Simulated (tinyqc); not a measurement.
Inside a calculation. Method: Jacobi rotations on a symmetric matrix. One step of it, computed by the program tinyqc.

Task: Jacobi rotation 2. Take the largest off-diagonal element A_pq; tan 2 theta = 2 A_pq / (A_qq - A_pp) with |theta| <= pi/4; A' = J^T A J with J_pp = J_qq = cos, J_pq = sin, J_qp = -sin.

A', lower triangle:
```
           1          2         3          4         5
1  -0.250164
2   0.153268   0.640000
3   0.000000  -0.823912  2.203164
4   0.271721   1.038000  0.401901   2.798000
5  -0.754117  -0.680000  0.275980  -1.145000  2.881000
```

Give: p, q, theta; A'.

Result:

p, q, theta (rad): 4.000  5.000  -0.767

A', lower triangle:
```
        1       2       3      4      5
1  -0.250
2   0.153   0.640
3   0.000  -0.824   2.203
4  -0.328   0.275   0.481  1.694
5  -0.731  -1.210  -0.080  0.000  3.985
```
